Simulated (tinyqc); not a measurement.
Lossy package transmission line with skin effect: one step of the calculation.

A uniform line in a homogeneous dielectric: c = sqrt(er)/(c0 Z0), l = Z0 sqrt(er)/c0 (c0 = 299792458 m/s), g = w c td, w = 2 pi f. The resistance joins its limits as r = sqrt(r_dc^2 + r_hf^2), with r_dc = rho/(wd th), r_hf = kr rho/(2 delta (wd + th)), delta = sqrt(rho/(pi f mu0)), mu0 = 4 pi 1e-7 H/m; this is an interpolation, and internal inductance, up to 0.05 nH/mm at low frequency, is neglected.

Question. Line constants. delta, r_dc, r_hf, r, l, c and g as defined.

Parameters, values chosen for the exercise:
- wd = 19 um (width of the strip)
- th = 8.9 um (thickness of the strip)
- rho = 2 uohm cm (resistivity)
- er = 3.5 (relative permittivity)
- td = 0.01 (loss tangent)
- Z0 = 75 ohm (lossless impedance sqrt(l/c))
- kr = 2 (factor for crowding and the return path)
- f = 2.8 GHz (frequency)

Find: delta; r_dc; r_hf; r; l; c; g.

Answer.

delta = 1.3451 um
r_dc = 0.11827 ohm/mm
r_hf = 0.53293 ohm/mm
r = 0.54590 ohm/mm
l = 0.46803 nH/mm
c = 83.206 pF/m
g = 0.014638 S/m

r is 4.62 times r_dc; the skin depth is 0.151 of the thickness.

Computed by the program tinyqc: `OMP_NUM_THREADS=1 python tinyqc.py 2810168 2810169 out.jsonl`, one thread of a shared Intel Xeon 2.30GHz, about 0.01 s for the whole run.
